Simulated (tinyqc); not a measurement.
## Circuit elements from the admittance matrix

Problem. Y belongs to a common-source circuit with y11 = i w (Cgs + Cgd), y12 = -i w Cgd, y21 = gm - i w Cgd, y22 = gds + i w (Cgd + Cd) and a resistance Rg in series with the gate; w = 2 pi f. Find Rg, Cgs + Cgd, Cgd, gm, gds and Cd.

Inputs (values chosen for the exercise): signal frequency f = 20 GHz.

Y with Rg (mS):
```
	1	2
1	0.099626761+2.390253956i	-0.025097429-0.602139718i
2	9.760140471-1.009992430i	0.294869704+2.138232546i
```

Answer. 1/Y11 = Rg + 1/(i w (Cgs + Cgd)) gives Rg; removing it from Z11 returns the inner y, whose parts are read off.

Rg = 17.41 ohm
Cgs + Cgd = 19.05 fF
Cgd = 4.800 fF
gm = 9.802 mS
gds = 0.2843 mS
Cd = 11.40 fF

Program tinyqc, `OMP_NUM_THREADS=1 python tinyqc.py 2150149 2150150 out.jsonl`; Intel Xeon 2.30GHz, shared host, one thread, about 0.01 s.
